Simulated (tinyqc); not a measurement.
Time-domain thermoreflectance: layered heat flow under a modulated pulse train, and what the signal ratio measures: one step, computed by the program tinyqc.

Pulses repeat at 80 MHz; heat is laid down at the surface, all layers are isotropic.

Task: Length and time scales. Penetration depth sqrt(kappa/(pi f C)); effusivity sqrt(kappa C); cooling time of the metal d C_m/G; Kapitza length kappa/G.

Inputs (values chosen for the exercise, modelled on aluminium on germanium):

| quantity | value | unit |
|---|---|---|
| metal thickness d | 110 | nm |
| metal heat capacity | 2.42 | MJ/(m^3 K) |
| boundary conductance G under the metal | 74 | MW/(m^2 K) |
| substrate conductivity kappa | 56.2 | W/(m K) |
| substrate heat capacity C | 1.67 | MJ/(m^3 K) |
| modulation frequency f | 5 | MHz |
| spot radius w (1/e^2, pump and probe) | 12 | micrometre |

Stack: metal, substrate.

Give: penetration depth; effusivity; cooling time of the metal; Kapitza length; depth over spot radius.

Result:

penetration depth = 1.4637 micrometre

effusivity = 9687.8 W s^(1/2)/(m^2 K)

cooling time of the metal = 3597.3 ps

Kapitza length = 759.46 nm

depth over spot radius = 0.12197
